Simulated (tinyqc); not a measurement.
## Bandgap voltage reference from two bipolar transistors: effect of the temperature coefficient of both resistors

Two transistors of area 1 and N carry the same current I. Is(T) = Is (T/T0)^eta exp[(Vg0 q/kB)(1/T0 - 1/T)], VBE1 = Vt ln(I/Is(T)) + I rb, VBE2 = Vt ln(I/(N Is(T))) + I rb/N. The amplifier forces I R1(T) = VBE1 - VBE2 + Vos, with R(T) = R (1 + tc (T - T0)) for both resistors, and the output is Vref = VBE1 + I R2(T). Base currents and the Early effect are neglected.

Vt = kB T/q; I = (Vt ln N + Vos)/(R1(T) - rb (1 - 1/N)). Box coefficient: span of Vref between 233 and 398 K over its average over T and over 165 K. The last column is the R2 that gives zero slope at T0.

Inputs (values chosen for the exercise); values of the order met in silicon bipolar transistors: reference temperature T0 = 323 K; band-gap voltage extrapolated to 0 K Vg0 = 1.18 V; temperature exponent of the saturation current eta = 3.6; saturation current of the unit transistor at T0 Is = 2.3e-18 A; area ratio of the second transistor N = 4; resistor across which the difference of VBE falls, at T0 R1 = 26 kohm; offset of the amplifier Vos = -1.6 mV; series resistance of the unit transistor rb = 0 ohm; output resistor at T0 R2 = 336.6 kohm.

Constants: q = 1.602176634e-19 C, kB = 1.380649e-23 J/K. Results are converted to the units shown.

Effect of the temperature coefficient of both resistors:
```
tc (ppm/K)	I at T0 (uA)	Vref at T0 (V)	slope at T0 (uV/K)	box coefficient (ppm/K)	R2 for zero slope (kohm)
-2000	1.423	1.235	68.32	60.35	321.7
-1000	1.423	1.235	40.48	38.28	327.8
0	1.423	1.235	12.65	21.48	333.8
1000	1.423	1.235	-15.19	17.11	339.9
2000	1.423	1.235	-43.02	32.49	346.0
3000	1.423	1.235	-70.85	50.36	352.0
```

As tc goes from -2000 to 3000, Vref stays at 1.235 V and the box coefficient goes from 60.3 through a minimum of 17.1 (at tc = 1000 among the rows listed) to 50.4 ppm/K.

tinyqc, about 0.02 s, one thread, Intel Xeon 2.30GHz (shared host): `OMP_NUM_THREADS=1 python tinyqc.py 2062120 2062121 out.jsonl`
